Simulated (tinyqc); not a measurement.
Pair of shallow donors (hydrogen-like orbitals): sweeps and comparisons. A value that a table varies takes the place of the one given here.

Each donor has the orbital exp(-r/a); energy unit Ha* = q/(eps a), q = e^2/(4 pi eps0), so that a lone donor is bound by Ha*/2; x = R/a. One electron: S = (1 + x + x^2/3) exp(-x), j = 1/x - (1 + 1/x) exp(-2x), k = (1 + x) exp(-x); levels E(+/-) = -1/2 - (j +/- k)/(1 +/- S) in Ha*, without the repulsion of the ions, split by D = |E(-) - E(+)|. In six valleys the overlaps S and k are multiplied by v = [cos(K Rx) + cos(K Ry) + cos(K Rz)]/3, K = k0 (2 pi/a_lat), for isotropic envelopes and the symmetric valley state.

Two electrons, Heitler-London: with S' = (1 - x + x^2/3) exp(x), C = 1/x - exp(-2x)(1/x + 11/8 + 3x/4 + x^2/6), X = (1/5){exp(-2x)(25/8 - 23x/4 - 3x^2 - x^3/3) + (6/x)[S^2 (0.5772157 + ln x) + S'^2 Ei(-4x) - 2 S S' Ei(-2x)]}, Q = C - 2j + 1/x and A = X - 2 S k + S^2/x, the singlet and triplet lie at (Q +/- w A)/(1 +/- w S^2) from two lone donors, with the valley weight w = v^2; the exchange is J = triplet - singlet.

Constants: e^2/(4 pi eps0) = 14.39964547 eV angstrom.

Values chosen for the exercise (near those of two donors in Si; shifted at random, so the results belong to these values and not to a real crystal): a = 20.1 angstrom (orbital radius); eps = 11.2 (dielectric constant); a_lat = 5.431 angstrom (lattice constant); k0 = 0.849 2 pi/a_lat (valley position); sites = ((8, 8, 0), (8.5, 8.5, 0), (9, 9, 0), (9.5, 9.5, 0), (10, 10, 0), (10.5, 10.5, 0), (11, 11, 0), (11.5, 11.5, 0), (12, 12, 0), (12.5, 12.5, 0)) a_lat (positions of the second donor); Ns = (0.025, 0.064, 0.15, 0.38, 0.89, 1.9, 3.8) x 1e18/cm^3 (donor densities); n = (12.25, 0.25, 0.25) a_lat (separation vector).

## Lattice sites along [110]

D and J for each site, and for v = 1.

Results:
```
site             R (angstrom)       v  D (meV)  J (micro-eV)  J for v = 1
(8, 8, 0)                61.4   0.507     5.44      1.20e+03     4.70e+03
(8.5, 8.5, 0)            65.3   0.473     4.49           811     3.66e+03
(9, 9, 0)                69.1  -0.088    0.731          22.0     2.83e+03
(9.5, 9.5, 0)            73.0   0.944     7.27      1.94e+03     2.17e+03
(10, 10, 0)              76.8  -0.332     2.14           183     1.66e+03
(10.5, 10.5, 0)          80.6   0.906     5.25      1.04e+03     1.26e+03
(11, 11, 0)              84.5  -0.020   0.0999         0.394          954
(11.5, 11.5, 0)          88.3   0.390     1.67           109          718
(12, 12, 0)              92.2   0.587     2.19           185          538
(12.5, 12.5, 0)          96.0  -0.174    0.557          12.1          402
```

What can be read from the table?

Over these sites the envelope alone changes J by a factor 11.7, and the valley factor v^2 by 2.16e+03; J runs from 0.394 at (11, 11, 0) to 1.94e+03 micro-eV at (9.5, 9.5, 0). Along [110] only two valleys keep their phase, so v = (1 + 2 cos)/3 can pass through zero. J does not fall steadily with distance.

## From lone donors to an impurity band (impurity band of shallow donors (Hubbard estimate))

Donors on a simple cubic lattice of spacing R = N^(-1/3) (1/angstrom^3 = 1e24/cm^3), Ha* = q/(eps a), q = e^2/(4 pi eps0), x = R/a. Hopping t = Ha* (1 + x) exp(-x), band width B = 12 t, on-site repulsion U = (5/8) Ha*; the gap closes near B/U = 1.15. Valley factors and disorder are left out.

Results:
```
N (1e18/cm^3)  R (angstrom)  N^(1/3) a   t (meV)   B (meV)       B/U
0.025                 342.0      0.059  4.70e-05  0.000564  1.41e-05
0.064                 250.0      0.080   0.00341    0.0409   0.00102
0.15                  188.2      0.107    0.0569     0.682    0.0171
0.38                  138.1      0.146     0.523      6.28     0.157
0.89                  104.0      0.193      2.24      26.9     0.672
1.9                    80.7      0.249      5.78      69.4      1.73
3.8                    64.1      0.314      11.0       133      3.32
```

How do the results move?

B/U passes 1.15 between 0.89 and 1.9 x 1e18/cm^3; the root is x = 4.52, N^(1/3) a = 0.221, N = 1.3 x 1e18/cm^3, below the 2.2 that the empirical rule N^(1/3) a = 0.26 gives; the estimate is rough, since random positions, the overlap of the orbitals and screening are left out. While N grows by 152 times, t grows by 2.35e+05 times.

## What each parameter does

x, D = |E(-) - E(+)| and J. Each row changes one parameter from the base and keeps the others.

Results:
```
case                               x  D (meV)  J (micro-eV)
base                           3.311    1.016          42.9
a = 18.1 angstrom              3.677   0.8912          28.9
eps = 12.3                     3.311   0.9251          39.0
k0 = 0.829 2 pi/a_lat          3.311    3.295           442
n = (13.25, 0.25, 0.25) a_lat  3.581    1.195          58.0
```

What can be read from the table?

The largest shifts from the base row, up to three for each result and ties (the steps differ in size, so this ranks the rows, not the parameters). x: a +0.366, n +0.270; unchanged at the printed digits by eps and k0. D (meV): k0 +2.28, n +0.179, a -0.125. J (micro-eV): k0 +399, n +15.1, a -13.9.

(tinyqc, `OMP_NUM_THREADS=1 python tinyqc.py 1281349 1281350 out.jsonl`, Intel(R) Xeon(R) Processor @ 2.30GHz, 1 thread, shared host, about 0.01 s.)
